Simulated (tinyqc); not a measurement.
Worked calculation: Pariser-Parr-Pople SCF with singles CI, for the molecule O=C1C=CC(=O)C=C1 (SMILES; centres numbered as the heavy atoms are written). One step of it, computed by the program tinyqc.

Problem. Iteration 3: orbitals and new P. Diagonalise F (the basis is taken as orthonormal) and form P = 2 sum c c over the lowest orbitals; 0.3 of the old P is kept.

F (eV), lower triangle:
```
            1O         2C         3C         4C         5C          6O         7C         8C
1O  -14.750626
2C   -5.455235  -4.800809
3C   -0.035673  -3.953094  -6.880103
4C    0.416420  -0.490239  -6.074914  -6.880103
5C    0.221164  -0.130398  -0.490239  -3.953094  -4.800809
6O   -0.245358   0.221164   0.416420  -0.035673  -5.455235  -14.750626
7C    0.416420  -0.490239   0.296528   0.202803  -3.953094   -0.035673  -6.880103
8C   -0.035673  -3.953094   0.202803   0.296528  -0.490239    0.416420  -6.074914  -6.880103
```

pi electrons, sum of z_r less the charge = 8

P after iteration 2, lower triangle:
```
           1O         2C         3C         4C        5C         6O        7C        8C
1O   1.575757
2C   0.683246   0.575459
3C   0.013252   0.340784   0.924392
4C  -0.223955   0.182809   0.875317   0.924392
5C  -0.133595   0.054842   0.182809   0.340784  0.575459
6O   0.194525  -0.133595  -0.223955   0.013252  0.683246   1.575757
7C  -0.223955   0.182809  -0.124683  -0.075608  0.340784   0.013252  0.924392
8C   0.013252   0.340784  -0.075608  -0.124683  0.182809  -0.223955  0.875317  0.924392
```

Give: orbital energies; P after iteration 3.

Solution.

orbital energies (eV): -18.312  -17.539  -14.259  -13.454  -5.475  -0.711  0.188  2.940

P after iteration 3, lower triangle:
```
        1O      2C      3C      4C     5C      6O     7C     8C
1O   1.645
2C   0.664   0.512
3C   0.010   0.321   0.921
4C  -0.205   0.200   0.887   0.921
5C  -0.134   0.073   0.200   0.321  0.512
6O   0.153  -0.134  -0.205   0.010  0.664   1.645
7C  -0.205   0.200  -0.113  -0.079  0.321   0.010  0.921
8C   0.010   0.321  -0.079  -0.113  0.200  -0.205  0.887  0.921
```
